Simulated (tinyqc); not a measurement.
Resistance of a tapered via with liner, size effect and interface: two steps of the calculation.

A round via whose diameter grows from db at the bottom as D(z) = db + 2 z/tan(ang). The fill, of diameter D - 2 tl, starts above the bottom liner (thickness fb tl) and has rho = rho0 (1 + ks lam/(D - 2 tl)); the sidewall liner conducts in parallel with it. The bottom liner and the interface are crossed over the full area pi db^2/4. Spreading in the lines above and below is left out.

Values chosen for this exercise; fill metal close to tungsten: diameter at the bottom db = 12 nm; height hv = 35 nm; sidewall angle ang = 88 degrees; bulk resistivity of the fill rho0 = 5.32 uohm cm; mean free path of the fill lam = 15.9 nm; size-effect factor ks = 1.3; liner on the sidewall tl = 2.4 nm; liner at the bottom over that on the sidewall fb = 0.5; resistivity of the liner rl = 490 uohm cm; interface resistivity at the bottom ri = 3.1e-12 ohm cm^2; ballistic conductance per area, about 3/(4 rho0 lam) Sb = 9.1e14 S/m^2.

Question 1. Slices of the via. Slices between z0 = fb tl and hv, evaluated at their midpoints: conductance per length pi/4 [(D - 2 tl)^2/rho + (D^2 - (D - 2 tl)^2)/rl], slice resistance = slice height over that. 7 slices.

Give: z; D; rho; slice resistance.

Answer 1.

| slice | z (nm) | D (nm) | rho (uohm cm) | slice resistance (ohm) |
|---|---|---|---|---|
| 0 | 3.6143 | 12.252 | 20.076 | 20.773 |
| 1 | 8.4429 | 12.590 | 19.437 | 18.509 |
| 2 | 13.271 | 12.927 | 18.851 | 16.572 |
| 3 | 18.100 | 13.264 | 18.312 | 14.903 |
| 4 | 22.929 | 13.601 | 17.814 | 13.459 |
| 5 | 27.757 | 13.939 | 17.353 | 12.201 |
| 6 | 32.586 | 14.276 | 16.925 | 11.101 |

Question 2. Total resistance. R_fill = sum of the slices; R_bottom = rl fb tl/(pi db^2/4); R_interface = ri/(pi db^2/4); ballistic (Sharvin) limit 1/(Sb pi (db - 2 tl)^2/4); ideal cylinder rho0 hv/(pi db^2/4).

| slice | slice resistance (ohm) |
|---|---|
| 0 | 20.773429 |
| 1 | 18.509483 |
| 2 | 16.571857 |
| 3 | 14.903487 |
| 4 | 13.458849 |
| 5 | 12.201341 |
| 6 | 11.101320 |

Wanted: parts; R; shares; ballistic limit; ideal cylinder.

Answer 2.

parts (ohm): fill 107.5, bottom liner 51.99, interface 2.741
R = 162.3 ohm
shares (%): fill 66.27, bottom liner 32.04, interface 1.69
ballistic limit = 26.99 ohm
ideal cylinder = 16.46 ohm

The fill is the largest part, and R is 9.86 times the ideal cylinder. With 2000 slices R = 162.32 ohm.

Numbers from tinyqc (`OMP_NUM_THREADS=1 python tinyqc.py 2750161 2750162 out.jsonl`; about 0.01 s on one thread of a shared Intel Xeon 2.30GHz).
